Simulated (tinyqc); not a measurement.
From results back to parameters: Landau levels of a parabolic two-dimensional band. Five cases, with inputs chosen for the exercise.

Problem. The amplitude of Shubnikov-de Haas oscillations carries the factor X/sinh X with X = 2 pi^2 kB T/(hbar wc), hbar wc = 2 muB B_s/m. The ratio of the amplitudes at T2 and T1 was computed from a hidden mass.

Constants: kB = 8.617333262e-05 eV/K; muB = 5.788381798e-05 eV/T.

Find: X at T1; m.

Method. The ratio (T2/T1) sinh(X1)/sinh(X1 T2/T1) falls steadily with X1, so one X1 fits; m = X1 muB B_s/(pi^2 kB T1).

Case 1.

Values chosen (out of a larger set: near those of a two-dimensional electron gas in Ge (111); not measured data): T1 = 2.1 K (lower temperature); T2 = 4.8 K (higher temperature); B_s = 1.89 T (field of the oscillation).

A(T2)/A(T1) = 0.401239

Solution.

X at T1 = 1.295
m = 0.0793 m0

Case 2.

Values chosen (out of a larger set: near those of a two-dimensional electron gas in AlAs; not measured data): T1 = 2 K (lower temperature); T2 = 3.4 K (higher temperature); B_s = 15.43 T (field of the oscillation).

A(T2)/A(T1) = 0.809717

Solution.

X at T1 = 0.855
m = 0.4488 m0

Case 3.

Values chosen (out of a larger set: near those of a two-dimensional electron gas in Ge (111); not measured data): T1 = 2.2 K (lower temperature); T2 = 3.7 K (higher temperature); B_s = 1.5 T (field of the oscillation).

A(T2)/A(T1) = 0.488022

Solution.

X at T1 = 1.776
m = 0.0824 m0

Case 4.

Values chosen (out of a larger set: near those of a two-dimensional electron gas in InGaAs; not measured data): T1 = 2.6 K (lower temperature); T2 = 5.9 K (higher temperature); B_s = 0.78 T (field of the oscillation).

A(T2)/A(T1) = 0.140051

Solution.

X at T1 = 2.184
m = 0.0446 m0

Case 5.

Values chosen (out of a larger set: near those of a two-dimensional electron gas in GaN; not measured data): T1 = 1.5 K (lower temperature); T2 = 3.2 K (higher temperature); B_s = 5.5 T (field of the oscillation).

A(T2)/A(T1) = 0.699906

Solution.

X at T1 = 0.820
m = 0.2047 m0

Computed by tinyqc, one run a case: `OMP_NUM_THREADS=1 python tinyqc.py N N+1 out.jsonl` with N = 1252546, 1252634, 1280385, 1280859, 1280953; one thread of a shared Intel(R) Xeon(R) Processor @ 2.30GHz, about 0.02 s a run at most.
